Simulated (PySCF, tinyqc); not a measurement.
Inside a calculation. Method: FCI on RHF in the sto-6g basis, for H4, spin multiplicity 1. The lowest restricted solution is unstable here: a spin-polarised one lies 0.1048 hartree lower (PySCF). One step of it, computed by the program tinyqc.

Problem. FCI: roots. Diagonalise (each vector has its largest component positive (the first on a tie)); all determinants have Ms = 0, so triplets appear too. The lowest singlet root is the correlation energy.

Occupation strings over the orbitals (2 doubly, a alpha, b beta, 0 empty; spin orbitals ordered 1a 1b 2a 2b ...): 2200 aabb 2020 abab 2002 abba baab 0220 baba 0202 bbaa 0022

H - E(HF) between determinants (hartree):
```
,2200,aabb,2020,abab,2002,abba,baab,0220,baba,0202,bbaa,0022
2200,0.000000,-0.053923,0.080233,-0.079464,0.146482,0.133387,0.133387,0.134504,-0.079464,0.078761,-0.053923,0.000000
aabb,-0.053923,1.003572,0.079464,-0.080233,-0.133387,-0.146482,-0.134504,-0.133387,-0.078761,0.079464,0.000000,-0.053923
2020,0.080233,0.079464,0.058548,0.057532,0.150494,-0.136996,-0.136996,0.138496,0.057532,0.000000,0.079464,0.078761
abab,-0.079464,-0.080233,0.057532,1.011577,0.136996,-0.150494,-0.138496,0.136996,0.000000,0.057532,-0.078761,-0.079464
2002,0.146482,-0.133387,0.150494,0.136996,1.230428,-0.003609,-0.003609,0.000000,0.136996,0.138496,-0.133387,0.134504
abba,0.133387,-0.146482,-0.136996,-0.150494,-0.003609,1.133568,0.000000,-0.003609,-0.138496,-0.136996,-0.134504,0.133387
baab,0.133387,-0.134504,-0.136996,-0.138496,-0.003609,0.000000,1.133568,-0.003609,-0.150494,-0.136996,-0.146482,0.133387
0220,0.134504,-0.133387,0.138496,0.136996,0.000000,-0.003609,-0.003609,1.043123,0.136996,0.150494,-0.133387,0.146482
baba,-0.079464,-0.078761,0.057532,0.000000,0.136996,-0.138496,-0.150494,0.136996,1.011577,0.057532,-0.080233,-0.079464
0202,0.078761,0.079464,0.000000,0.057532,0.138496,-0.136996,-0.136996,0.150494,0.057532,2.043086,0.079464,0.080233
bbaa,-0.053923,0.000000,0.079464,-0.078761,-0.133387,-0.134504,-0.146482,-0.133387,-0.080233,0.079464,1.003572,-0.053923
0022,0.000000,-0.053923,0.078761,-0.079464,0.134504,0.133387,0.133387,0.146482,-0.079464,0.080233,-0.053923,2.088449
```

Give: lowest roots of this matrix, relative to E(HF); lowest vectors; <S^2> of these roots; weight of the ground state by excitation level 0, 1, 2, ....

Solution.

lowest roots of this matrix, relative to E(HF) (hartree): -0.137  0.024  0.564  0.784  1.002  1.011  1.136  1.139

lowest vectors:
```
,root 1,root 2,root 3,root 4
2200,0.789,0.552,0.000,0.197
aabb,0.055,-0.074,0.408,0.322
2020,-0.568,0.772,0.000,0.209
abab,0.071,0.049,0.408,-0.325
2002,-0.026,-0.192,0.000,0.331
abba,-0.126,0.024,0.408,0.004
baab,-0.126,0.024,0.408,0.004
0220,-0.028,-0.211,0.000,0.600
baba,0.071,0.049,0.408,-0.325
0202,-0.050,0.014,0.000,-0.123
bbaa,0.055,-0.074,0.408,0.322
0022,0.048,-0.006,0.000,-0.120
```

<S^2> of these roots: 0.000  0.000  6.000  0.000  2.000  2.000  2.000  0.000

weight of the ground state by excitation level 0, 1, 2, ...: 0.623  0.000  0.375  0.000  0.002

The reference has a weight of only 0.62: one determinant is a poor start here.
